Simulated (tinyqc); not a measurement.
# Trap depth and cross-section from two peaks

Problem. A DLTS peak lies where ew = sn g T^2 exp(-Et/kB T), g = vth Nc/(300 K)^2. Find Et and sn.

Parameters, values chosen for the exercise:
```
symbol    value   unit                                     meaning
Nc      1.05e19  cm^-3  conduction-band density of states at 300 K
vth       3.3e7   cm/s                   thermal velocity at 300 K
```

Constants: q = 1.602176634e-19 C, kB = 1.380649e-23 J/K. Results are converted to the units shown.

peak temperatures for ew = 10 and 500 1/s (K): [162.28441, 195.66651]

Answer. The slope of ln(ew/T^2) against q/kB T is -Et, and the intercept is ln(sn g).

Et = 0.290 eV
sn = 1.00e-16 cm^2

Numbers from tinyqc (`OMP_NUM_THREADS=1 python tinyqc.py 2050131 2050132 out.jsonl`; about 0.01 s on one thread of a shared Intel Xeon 2.30GHz).
